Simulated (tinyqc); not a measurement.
# Electron mobility in a silicon inversion layer, empirical terms and Matthiessen rule: effects of single changes

Inversion layer of sheet density Ns on a uniformly doped body, under a high-permittivity gate with an interlayer. The mobility terms are empirical power laws with prefactors chosen for the exercise; adding their inverses (Matthiessen) is itself an approximation.

Inputs (values chosen for the exercise); material values close to those of silicon: temperature T = 400 K; band gap Eg = 1.12 eV; relative permittivity of the semiconductor eps_r = 11.8; conduction-band density of states at T Nc = 4.23e19 cm^-3; valence-band density of states at T Nv = 4.08e19 cm^-3; body doping Nb = 4.6e17 cm^-3; reverse body bias Vsb = 0.6 V; weight of the inversion charge in the effective field eta = 0.5; phonon-limited mobility at 1 MV/cm and 300 K Ap = 476 cm^2/(V s); roughness-limited mobility at 1 MV/cm As = 621 cm^2/(V s); exponent of the roughness term gs = 2; Coulomb prefactor Ac = 3100 cm^2/(V s); charge at the interface Nit = 3e10 cm^-2; remote-phonon mobility without interlayer Ar = 330 cm^2/(V s); interlayer thickness ti = 0.8 nm; decay length of remote phonons lr = 0.7 nm; inversion density Ns = 1.5e12 cm^-2.

Constants: q = 1.602176634e-19 C, kB = 1.380649e-23 J/K, Vt = kB T/q, eps0 = 8.8541878128e-14 F/cm where lengths are in cm. Results are converted to the units shown.

Each table varies one quantity; the others keep the values above.

## Effect of the inversion density

ni = sqrt(Nc Nv) exp(-Eg/(2 Vt)), Eg in volts; Ndep = sqrt(2 eps0 eps_r Nb (2 Vt ln(Nb/ni) + Vsb)/q); E = q (Ndep + eta Ns)/(eps0 eps_r), in MV/cm. With t = T/(300 K): muC = Ac (Ns/1e12 cm^-2) t/(Nb/1e17 cm^-3 + Nit/1e11 cm^-2), muP = Ap E^(-1/3) t^(-1.75), muS = As E^(-gs), muR = Ar exp(2 ti/lr)/t; 1/mu is the sum of the inverses.

The same in every row: muR (cm^2/(V s)) = 2433.6.

Result of one run:
```
Ns (cm^-2)  E (MV/cm)  muC (cm^2/(V s))  muP (cm^2/(V s))  muS (cm^2/(V s))  mu (cm^2/(V s))
2e12          0.59929            1687.1            341.26            1729.1           221.62
```

What becomes of these results when the inversion density Ns is changed from 2e12 to 3.6e11 cm^-2, all else the same?

Result of the changed run:
```
Ns (cm^-2)  E (MV/cm)  muC (cm^2/(V s))  muP (cm^2/(V s))  muS (cm^2/(V s))  mu (cm^2/(V s))
3.6e11        0.47354            303.67            369.13            2769.3           147.62
```

The whole series:
```
Ns (cm^-2)  E (MV/cm)  muC (cm^2/(V s))  muP (cm^2/(V s))  muS (cm^2/(V s))  mu (cm^2/(V s))
2e11          0.46127            168.71            372.37            2918.6           106.76
3.6e11        0.47354            303.67            369.13            2769.3           147.62
6.3e11        0.49424            531.43            363.90            2542.2           184.03
1.1e12        0.53028            927.89            355.46            2208.4           210.32
2e12          0.59929            1687.1            341.26            1729.1           221.62
3.6e12        0.72197            3036.7            320.72            1191.4           212.88
6.3e12        0.92899            5314.3            294.87            719.57           185.87
1.1e13         1.2894            9278.9            264.35            373.55           143.29
2e13           1.9794             16871            229.15            158.49           89.738
```

As Ns goes from 2e11 to 2e13 cm^-2, E rises from 0.461 to 1.98 MV/cm and mu goes from 107 through a maximum of 222 (at Ns = 2e12 cm^-2 among the rows listed) to 89.7 cm^2/(V s). The smallest term is the Coulomb one in the first row and the roughness one in the last. Screening lifts the Coulomb term as Ns grows while the field presses the carriers to the interface, hence the maximum. At Ns = 2e13 cm^-2 E passes 1.5 MV/cm, beyond the usual range of such laws.

## Effect of the charge at the interface

Same model as above.

The same in every row: E (MV/cm) = 0.5609; muP (cm^2/(V s)) = 348.9; muS (cm^2/(V s)) = 1974; muR (cm^2/(V s)) = 2434.

Effect of the charge at the interface:
```
Nit (cm^-2)  muC (cm^2/(V s))  mu (cm^2/(V s))
1e10                     1319            220.2
3.2e10                   1260            218.5
1e11                     1107            213.3
3.2e11                  794.9            198.3
1e12                    424.7            162.9
3.2e12                  169.4            103.2
1e13                    59.27            48.41
```

Read the table: what changes, and by how much?

As Nit goes from 1e10 to 1e13 cm^-2, E stays at 0.561 MV/cm and mu falls from 220 to 48.4 cm^2/(V s). The smallest term is the phonon one in the first row and the Coulomb one in the last.

tinyqc, about 0.01 s, one thread, Intel Xeon 2.30GHz (shared host): `OMP_NUM_THREADS=1 python tinyqc.py 2510049 2510050 out.jsonl`
